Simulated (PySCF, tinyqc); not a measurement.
Worked calculation: RHF in the sto-3g basis, for H4, spin multiplicity 1. This run ends on a higher stationary point, not on the lowest solution. The lowest restricted solution is unstable here: a spin-polarised one lies 0.0020 hartree lower (PySCF). One step of it, computed by the program tinyqc.

Task: Iteration 2: building the Fock matrix. J_ij = sum D_kl (ij|kl), K_ij = sum D_kl (ik|jl); F = H + J - 0.5 K; E = tr D H + tr D J / 2 - 0.25 tr D K + E_nn.

D after iteration 1, lower triangle:
```
           1H 1s      2H 1s      3H 1s     4H 1s
1H 1s   1.109488
2H 1s  -0.461834   1.109488
3H 1s   1.109488  -0.461834   1.109488
4H 1s  -0.461834   1.109488  -0.461834  1.109488
```

core Hamiltonian H = T + V (hartree), lower triangle:
```
           1H 1s      2H 1s      3H 1s      4H 1s
1H 1s  -1.369808
2H 1s  -0.721582  -1.369808
3H 1s  -0.164784  -0.103644  -1.369808
4H 1s  -0.103644  -0.164784  -0.721582  -1.369808
```

Two-electron integrals (ij|kl) in chemists' order, unique and non-zero (hartree):
```
(11|11) 0.774606   (21|11) 0.236754   (21|21) 0.098498   (22|11) 0.425409
(22|21) 0.236754   (22|22) 0.774606   (31|11) 0.040480   (31|21) 0.014183
(31|22) 0.029193   (31|31) 0.004092   (32|11) 0.020365   (32|21) 0.008795
(32|22) 0.022012   (32|31) 0.002162   (32|32) 0.001362   (33|11) 0.243871
(33|21) 0.093833   (33|22) 0.214712   (33|31) 0.040480   (33|32) 0.022012
(33|33) 0.774606   (41|11) 0.022012   (41|21) 0.008795   (41|22) 0.020365
(41|31) 0.002162   (41|32) 0.001339   (41|33) 0.020365   (41|41) 0.001362
(42|11) 0.029193   (42|21) 0.014183   (42|22) 0.040480   (42|31) 0.002968
(42|32) 0.002162   (42|33) 0.029193   (42|41) 0.002162   (42|42) 0.004092
(43|11) 0.093833   (43|21) 0.038571   (43|22) 0.093833   (43|31) 0.014183
(43|32) 0.008795   (43|33) 0.236754   (43|41) 0.008795   (43|42) 0.014183
(43|43) 0.098498   (44|11) 0.214712   (44|21) 0.093833   (44|22) 0.243871
(44|31) 0.029193   (44|32) 0.020365   (44|33) 0.425409   (44|41) 0.022012
(44|42) 0.040480   (44|43) 0.236754   (44|44) 0.774606
```

nuclear repulsion = 1.82054638 hartree

Give: Coulomb J; exchange K; Fock matrix F; total energy of this density.

Result:

Coulomb J (hartree), lower triangle:
```
        1H 1s   2H 1s   3H 1s   4H 1s
1H 1s  1.6503
2H 1s  0.6537  1.6503
3H 1s  0.1401  0.0849  1.6503
4H 1s  0.0849  0.1401  0.6537  1.6503
```

exchange K (hartree), lower triangle:
```
        1H 1s   2H 1s   3H 1s   4H 1s
1H 1s  0.8300
2H 1s  0.3278  0.8300
3H 1s  0.3082  0.1393  0.8300
4H 1s  0.1393  0.3082  0.3278  0.8300
```

Fock matrix F (hartree), lower triangle:
```
         1H 1s    2H 1s    3H 1s    4H 1s
1H 1s  -0.1345
2H 1s  -0.2318  -0.1345
3H 1s  -0.1788  -0.0884  -0.1345
4H 1s  -0.0884  -0.1788  -0.2318  -0.1345
```

total energy of this density = -1.221847 hartree
